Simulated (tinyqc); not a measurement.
# Read current of a NAND string, cells in series solved by shooting: what changes with what

Cells in series, numbered from 0 at the source line (0 V) to the bit line, each followed by a gap resistance Rg. A cell with gate Vg, threshold VT, source Vs and drain Vd passes I = 2 nf K Vt^2 [F(Vs) - F(Vd)]/(1 + th max(Vg - VT, 0)), F(V) = ln^2(1 + exp((Vg - VT - nf V)/(2 nf Vt))). The selected cell has Vg = Vr, the others Vg = Vp.

Values chosen for this exercise; values of the order met in vertical NAND strings:
- T = 300 K (temperature)
- K = 27 uA/V^2 (gain factor of a cell)
- nf = 2.4 (slope factor)
- th = 0.06 1/V (mobility reduction factor)
- Rg = 2 kohm (resistance of the gap between cells)
- Vbl = 0.3 V (bit-line voltage)
- Vp = 6.4 V (pass voltage)
- Ve = -2.3 V (threshold of an erased cell)
- Vh = 4 V (threshold of the highest state)
- Vx = 0.9 V (threshold of the selected cell)
- Is = 20 nA (sensing current)
- Vr = 2.59 V (read voltage on the selected word line)

Constants: q = 1.602176634e-19 C, kB = 1.380649e-23 J/K, Vt = kB T/q. Results are converted to the units shown.

Each table varies one quantity; the others keep the values above.

## Read current against the number of cells

For a trial current I start at 0 V and, cell by cell, solve for the drain: sqrt(F(Vd)) = sqrt(F(Vs) - I/k), k = 2 nf K Vt^2/(1 + th max(Vg - VT, 0)), Vd = [Vg - VT - 2 nf Vt ln(exp(sqrt F) - 1)]/nf, then add I Rg. The string current is the I for which the last node reaches Vbl. The apparent threshold is the Vr at which I = Is. Background: all other cells erased (VT = Ve) or all in the highest state (VT = Vh); ratio and shift are high over erased and high minus erased. The selected cell is in the middle, cell n/2.

Read current against the number of cells:

| n | I, others erased (uA) | I, others high (uA) | ratio | apparent VT, erased (V) | apparent VT, high (V) | background shift (mV) |
|---|---|---|---|---|---|---|
| 8 | 3.180 | 1.563 | 0.4914 | 0.8417 | 0.8438 | 2.148 |
| 16 | 1.827 | 0.8019 | 0.4389 | 0.8433 | 0.8476 | 4.302 |
| 32 | 0.9862 | 0.4061 | 0.4118 | 0.8466 | 0.8552 | 8.624 |
| 64 | 0.5133 | 0.2044 | 0.3982 | 0.8531 | 0.8704 | 17.33 |
| 96 | 0.3469 | 0.1365 | 0.3936 | 0.8596 | 0.8857 | 26.12 |
| 128 | 0.2620 | 0.1025 | 0.3913 | 0.8661 | 0.9012 | 35.01 |
| 192 | 0.1759 | 0.06842 | 0.3890 | 0.8792 | 0.9324 | 53.20 |

With erased neighbours the current falls from 3.18 to 0.176 uA, as n^(-0.80) between the first two rows and n^(-0.98) between the last two (-1 once the series resistance rules). The ratio falls from 0.491 to 0.389 and the background shift rises from 2.15 to 53.2 mV.

## Effect of the position of the selected cell

Same model as above.

The string has 64 cells, numbered from the source.

Effect of the position of the selected cell:

| j | I, others erased (uA) | I, others high (uA) | ratio | apparent VT, erased (V) | apparent VT, high (V) | background shift (mV) |
|---|---|---|---|---|---|---|
| 0 | 0.5181 | 0.2047 | 0.3950 | 0.8401 | 0.8401 | 0.002469 |
| 9 | 0.5170 | 0.2046 | 0.3958 | 0.8437 | 0.8486 | 4.843 |
| 18 | 0.5157 | 0.2045 | 0.3966 | 0.8474 | 0.8571 | 9.709 |
| 27 | 0.5142 | 0.2044 | 0.3976 | 0.8511 | 0.8657 | 14.60 |
| 36 | 0.5125 | 0.2043 | 0.3987 | 0.8547 | 0.8742 | 19.52 |
| 45 | 0.5106 | 0.2042 | 0.3999 | 0.8584 | 0.8829 | 24.47 |
| 54 | 0.5083 | 0.2040 | 0.4014 | 0.8621 | 0.8915 | 29.44 |
| 63 | 0.5056 | 0.2038 | 0.4031 | 0.8657 | 0.9002 | 34.44 |

What does the table show?

From the source end to the bit-line end the apparent VT with high neighbours rises from 0.8401 to 0.9002 V and the background shift rises from 0.00247 to 34.4 mV. Cells and gaps on the source side raise the source of the selected cell, which costs nf times that voltage in gate drive; those on the drain side only lower its drain voltage.

Numbers from tinyqc (`OMP_NUM_THREADS=1 python tinyqc.py 2142031 2142032 out.jsonl`; about 0.5 s on one thread of a shared Intel Xeon 2.30GHz).
